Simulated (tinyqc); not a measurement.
# Which input was changed?

Model: Deal-Grove kinetics of thermal oxidation of silicon. Computed by tinyqc, a small Python program. Command: `OMP_NUM_THREADS=1 python tinyqc.py 3011549 3011550 out.jsonl oxide which`. One thread of a shared host (Intel(R) Xeon(R) Processor @ 2.30GHz), about 1 s of CPU time with the checks.

Oxidant diffuses through the oxide and reacts at the interface, so that dx/dt = B/(A + 2x) for the oxide thickness x.

Inputs (values chosen for the exercise, close to those used for silicon):
```
quantity                       value    unit
prefactor B0                     380  um^2/h
activation energy E_B          0.789      eV
prefactor (B/A)0            1.02e+08    um/h
activation energy E_A           2.06      eV
temperature T                    800       C
oxidant pressure p                 1     atm
pressure exponent m of B/A         1       -
initial oxide x_i              0.005      um
time t                          0.31       h
temperature of step 2, T2       1100       C
time of step 2, t2               4.7       h
```

Ambient: steam. Surface: (100). Extension: second step.

Constants: k_B = 8.617333262e-05 eV/K.

Method:
- B = B0 p exp(-E_B/(k_B T)), B/A = (B/A)0 p^m exp(-E_A/(k_B T)), p in atm; A = B/(B/A).
- Temperatures in kelvin are T(C) + 273.15.
- tau = (x_i^2 + A x_i)/B and x = (A/2) [sqrt(1 + 4 B (t + tau)/A^2) - 1], the root of x^2 + A x = B (t + tau).
- Silicon consumed is 0.44 times the oxide grown; the rate is B/(A + 2x).
- Step 2 starts from the thickness x of step 1, with B and A at T2: tau2 = (x^2 + A2 x)/B2 and x2 = (A2/2) [sqrt(1 + 4 B2 (t2 + tau2)/A2^2) - 1].

Question. One of these inputs alone was changed, within the range given: prefactor (B/A)0 (5.1e+07 to 2.04e+08); activation energy E_A (1.6 to 2.4); oxidant pressure p (0.5 to 2); time t (0.155 to 0.62). Which one, and to what value?

Results:
```
run     oxide thickness x (um)  thickness after both steps x2 (um)  length A (um)
before              0.01166209                            1.423792       3.468280
after               0.01095411                            1.423747       3.468280
```

Answer.

Each candidate set to reproduce oxide thickness x, and what it then gives:
```
candidate                        range searched  value needed  thickness after both steps x2 (um)  length A (um)
prefactor (B/A)0 (um/h)     5.1e+07 to 2.04e+08       9.110e7                              1.4141         3.8834
activation energy E_A (eV)           1.6 to 2.4         2.070                              1.4163         3.8834
oxidant pressure p (atm)               0.5 to 2        0.8935                              1.3415         3.4683
time t (h)                        0.155 to 0.62        0.2770                              1.4237         3.4683
```

Only time t fits every result: it went from 0.31 to 0.277 h. The next best candidate, oxidant pressure p, misses one result by 5.8 %.
